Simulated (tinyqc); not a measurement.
Exact and approximate size effects: heat flow across a film from the phonon Boltzmann equation in the relaxation-time approximation. Computed by tinyqc, a small Python program. Command: `OMP_NUM_THREADS=1 python tinyqc.py 3005220 3005221 out.jsonl slabbte walk`. One thread of a shared host (Intel(R) Xeon(R) Processor @ 2.30GHz), about 0.01 s of CPU time with the checks.

Two black walls, hot at x = 0 and cold at x = L, emit phonons isotropically. For one free path Lambda, with tau = x/Lambda, tau_L = L/Lambda and phi = (T - T_cold)/Delta T, energy balance gives phi(tau) = (1/2) [E2(tau) + int_0^tau_L phi(s) E1(|tau - s|) ds]; E_n are the exponential integrals. The flux over the ballistic flux C v Delta T/4 is psi = 1 - 2 int_0^tau_L phi(s) E2(s) ds, and kappa_eff/kappa = (3/4) tau_L psi. kappa = C v Lambda/3 is an input, so at fixed kappa a longer free path means a smaller C v.

Inputs (values chosen for the exercise, modelled on indium phosphide): free path Lambda_1 = 64 nm.

Free-path groups: one.

Method:
- Cut the film into n equal cells with constant phi, collocated at the centres c_i: the kernel integrates to A_ij = |E2(|c_i - e_j|) - E2(|c_i - e_(j+1)|)|/2 for cell edges e_j, and A_ii = 1 - E2(half a cell); solve (1 - A) phi = E2(c)/2; psi = 1 - 2 sum_j phi_j [E3(e_j) - E3(e_(j+1))].
- Each group is solved on its own with 150 and 300 cells, psi = (4 psi(300) - psi(150))/3, and weighted by its share of kappa.
- Two-flux: kappa_eff/kappa = sum f_i/(1 + 4 Lambda_i/(3 L)). Matthiessen with the thickness: sum f_i/(1 + Lambda_i/L). Ballistic limit: sum f_i 3 L/(4 Lambda_i).

Kappa_eff/kappa:
```
L (nm)  Boltzmann  two-flux  Matthiessen  ballistic limit
1.9      0.021648  0.021781     0.028832         0.022266
6.4      0.068678  0.069767     0.090909            0.075
16        0.15380   0.15789          0.2           0.1875
38        0.29813   0.30811      0.37255          0.44531
96        0.51449   0.52941          0.6            1.125
260       0.74090   0.75290      0.80247         3.046875
640       0.87562   0.88235      0.90909              7.5
1600      0.94647   0.94937      0.96154            18.75
```

The two-flux formula lies above the Boltzmann result by at most about 3.3 % (at L = 38 nm); the Matthiessen form is high by up to 33 %, since it misses the factor 3/4 of the ballistic limit. The thinnest film reaches 97 % of that limit, and the thickest, 25 Lambda_1, only 95 % of the bulk value. Rows below about 10 nm are near the phonon wavelength, where a particle picture fails.
